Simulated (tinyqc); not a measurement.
Worked calculation: empirical pseudopotential in a few plane waves. Computed by tinyqc, a small Python program that keeps every step. Settings: plane-wave index or count = 15. Command: `OMP_NUM_THREADS=1 python tinyqc.py 23448 23449 out.jsonl` (the two numbers bound the seeds that draw the settings). One thread of a shared host (Intel(R) Xeon(R) Processor @ 2.60GHz), about 0.2 s of CPU time with the checks.

## Bloch Hamiltonian at k

Parameters chosen for this model: fcc lattice, atoms at +/- a/8 (1,1,1); form factors in rydberg at |G|^2 in units of (2 pi/a)^2:
```
parameter                 value      unit
a                      5.470000  angstrom
VS(3)                 -0.205000        Ry
VS(8)                  0.022000        Ry
VS(11)                 0.064000        Ry
VA(3)                  0.127000        Ry
VA(4)                  0.087000        Ry
VA(11)                 0.010000        Ry
hbar^2/2m (2 pi/a)^2   5.026990        eV
```

k point k (2 pi / a): 0.5800  -0.0600  0.2800

Basis: the 15 shortest G (labels in 2 pi/a), the same at every k. H(G,G') = c |k + G|^2 delta + VS(|G-G'|^2) cos((G-G').tau) + i VA sin((G-G').tau), tau = a/8 (1,1,1); 1 Ry = 13.605693 eV.

H(k) at k (eV):
```
                 +0+0+0           -1-1-1           -1-1+1           -1+1-1
+0+0+0           2.1033   1.9722+1.2218i  -1.9722+1.2218i  -1.9722+1.2218i
-1-1-1   1.9722-1.2218i           9.1411   0.0000-1.1837i   0.0000-1.1837i
-1-1+1  -1.9722-1.2218i   0.0000+1.1837i          14.7713           0.2993
-1+1-1  -1.9722-1.2218i   0.0000+1.1837i           0.2993           7.9346
-1+1+1  -1.9722+1.2218i          -0.2993   0.0000+1.1837i   0.0000+1.1837i
+1-1-1  -1.9722-1.2218i   0.0000+1.1837i           0.2993           0.2993
+1-1+1  -1.9722+1.2218i          -0.2993   0.0000+1.1837i           0.0000
+1+1-1  -1.9722+1.2218i          -0.2993           0.0000   0.0000+1.1837i
+1+1+1   1.9722+1.2218i           0.0000          -0.2993          -0.2993
-2+0+0   0.0000-1.1837i  -1.9722+1.2218i  -1.9722-1.2218i  -1.9722-1.2218i
+0-2+0   0.0000-1.1837i  -1.9722+1.2218i  -1.9722-1.2218i   0.6157-0.0962i
+0+0-2   0.0000-1.1837i  -1.9722+1.2218i   0.6157-0.0962i  -1.9722-1.2218i
+0+0+2   0.0000+1.1837i  -0.6157-0.0962i   1.9722+1.2218i  -0.6157+0.0962i
+0+2+0   0.0000+1.1837i  -0.6157-0.0962i  -0.6157+0.0962i   1.9722+1.2218i
+2+0+0   0.0000+1.1837i  -0.6157-0.0962i  -0.6157+0.0962i  -0.6157+0.0962i

                 -1+1+1           +1-1-1           +1-1+1           +1+1-1
+0+0+0  -1.9722-1.2218i  -1.9722+1.2218i  -1.9722-1.2218i  -1.9722-1.2218i
-1-1-1          -0.2993   0.0000-1.1837i          -0.2993          -0.2993
-1-1+1   0.0000-1.1837i           0.2993   0.0000-1.1837i           0.0000
-1+1-1   0.0000-1.1837i           0.2993           0.0000   0.0000-1.1837i
-1+1+1          13.5648           0.0000           0.2993           0.2993
+1-1-1           0.0000          20.8037   0.0000-1.1837i   0.0000-1.1837i
+1-1+1           0.2993   0.0000+1.1837i          26.4339           0.2993
+1+1-1           0.2993   0.0000+1.1837i           0.2993          19.5972
+1+1+1   0.0000+1.1837i          -0.2993   0.0000+1.1837i   0.0000+1.1837i
-2+0+0   1.9722-1.2218i   0.6157-0.0962i  -0.6157-0.0962i  -0.6157-0.0962i
+0-2+0  -0.6157-0.0962i  -1.9722-1.2218i   1.9722-1.2218i  -0.6157-0.0962i
+0+0-2  -0.6157-0.0962i  -1.9722-1.2218i  -0.6157-0.0962i   1.9722-1.2218i
+0+0+2  -1.9722+1.2218i  -0.6157+0.0962i  -1.9722+1.2218i   0.6157+0.0962i
+0+2+0  -1.9722+1.2218i  -0.6157+0.0962i   0.6157+0.0962i  -1.9722+1.2218i
+2+0+0   0.6157+0.0962i   1.9722+1.2218i  -1.9722+1.2218i  -1.9722+1.2218i

                 +1+1+1           -2+0+0           +0-2+0           +0+0-2
+0+0+0   1.9722-1.2218i   0.0000+1.1837i   0.0000+1.1837i   0.0000+1.1837i
-1-1-1           0.0000  -1.9722-1.2218i  -1.9722-1.2218i  -1.9722-1.2218i
-1-1+1          -0.2993  -1.9722+1.2218i  -1.9722+1.2218i   0.6157+0.0962i
-1+1-1          -0.2993  -1.9722+1.2218i   0.6157+0.0962i  -1.9722+1.2218i
-1+1+1   0.0000-1.1837i   1.9722+1.2218i  -0.6157+0.0962i  -0.6157+0.0962i
+1-1-1          -0.2993   0.6157+0.0962i  -1.9722+1.2218i  -1.9722+1.2218i
+1-1+1   0.0000-1.1837i  -0.6157+0.0962i   1.9722+1.2218i  -0.6157+0.0962i
+1+1-1   0.0000-1.1837i  -0.6157+0.0962i  -0.6157+0.0962i   1.9722+1.2218i
+1+1+1          25.2274  -0.6157-0.0962i  -0.6157-0.0962i  -0.6157-0.0962i
-2+0+0  -0.6157+0.0962i          10.5486           0.2993           0.2993
+0-2+0  -0.6157+0.0962i           0.2993          23.4177           0.2993
+0+0-2  -0.6157+0.0962i           0.2993           0.2993          16.5810
+0+0+2  -1.9722-1.2218i          -0.2993          -0.2993           0.0000
+0+2+0  -1.9722-1.2218i          -0.2993           0.0000          -0.2993
+2+0+0  -1.9722-1.2218i           0.0000          -0.2993          -0.2993

                 +0+0+2           +0+2+0           +2+0+0
+0+0+0   0.0000-1.1837i   0.0000-1.1837i   0.0000-1.1837i
-1-1-1  -0.6157+0.0962i  -0.6157+0.0962i  -0.6157+0.0962i
-1-1+1   1.9722-1.2218i  -0.6157-0.0962i  -0.6157-0.0962i
-1+1-1  -0.6157-0.0962i   1.9722-1.2218i  -0.6157-0.0962i
-1+1+1  -1.9722-1.2218i  -1.9722-1.2218i   0.6157-0.0962i
+1-1-1  -0.6157-0.0962i  -0.6157-0.0962i   1.9722-1.2218i
+1-1+1  -1.9722-1.2218i   0.6157-0.0962i  -1.9722-1.2218i
+1+1-1   0.6157-0.0962i  -1.9722-1.2218i  -1.9722-1.2218i
+1+1+1  -1.9722+1.2218i  -1.9722+1.2218i  -1.9722+1.2218i
-2+0+0          -0.2993          -0.2993           0.0000
+0-2+0          -0.2993           0.0000          -0.2993
+0+0-2           0.0000          -0.2993          -0.2993
+0+0+2          27.8415           0.2993           0.2993
+0+2+0           0.2993          21.0048           0.2993
+2+0+0           0.2993           0.2993          33.8739
```

## Levels at k

Diagonalise the Hermitian matrix.

eigenvalues (eV): -2.6801  6.3093  8.2144  9.2456  14.3490  15.4916  16.2157  18.6365  20.1918  22.9114  23.6583  25.6777  28.5277  30.2703  35.8258

## Bands along a path

The same steps at evenly spaced points between the labelled ones.

Bands along the path (eV), lowest eight:
```
k          band 1   band 2   band 3   band 4   band 5   band 6   band 7   band 8
L         -2.1863   4.6981   9.9409   9.9409  13.0663  15.8978  15.8978  18.8070
L-G 0.20  -2.5964   5.2502   9.8843   9.8843  13.0813  15.9380  15.9380  18.9339
L-G 0.40  -3.0914   6.3591   9.9760   9.9760  13.3081  16.1842  16.1842  18.5789
L-G 0.60  -3.5250   7.8289  10.1720  10.1720  13.6236  16.2812  16.2812  16.7986
L-G 0.80  -3.8116   9.4423  10.3842  10.3842  13.4238  15.7481  15.9400  15.9400
G         -3.9110  10.4806  10.4806  10.4806  12.7003  15.7194  15.7194  15.7194
G-X 0.20  -3.7784   9.4719  10.1549  10.1549  13.8077  15.1265  16.3106  16.3106
G-X 0.40  -3.3954   8.0041   9.5052   9.5052  13.8655  15.0473  17.3402  17.7399
G-X 0.60  -2.8130   6.6693   8.9292   8.9292  12.9645  13.9353  19.2188  19.5778
G-X 0.80  -2.1441   5.5958   8.6021   8.6021  12.3217  13.0732  21.6465  21.6465
X         -1.5975   4.9972   8.5948   8.5948  12.1417  12.8214  23.9246  23.9246
```

With 4 band(s) filled, the highest filled level on these points lies at G and the lowest empty one at X: a gap of 1.6611 eV, indirect. This holds for the small fixed basis; with all plane waves up to |k + G|^2 = 21 (2 pi/a)^2 the gap along the path is 2.01 eV.

## Convergence with the number of plane waves

Levels at G counted from the fourth one.

Levels (eV):
```
plane waves   level 1  level 5  level 8
9            -16.3816   1.4535   2.3674
15           -14.3915   2.2198   5.2388
27           -13.4680   2.3698   5.5689
51           -13.2003   2.3080   5.6895
59           -13.1633   2.3425   5.5018
65           -13.1638   2.3449   5.4765
89           -13.1576   2.3473   5.4825
```
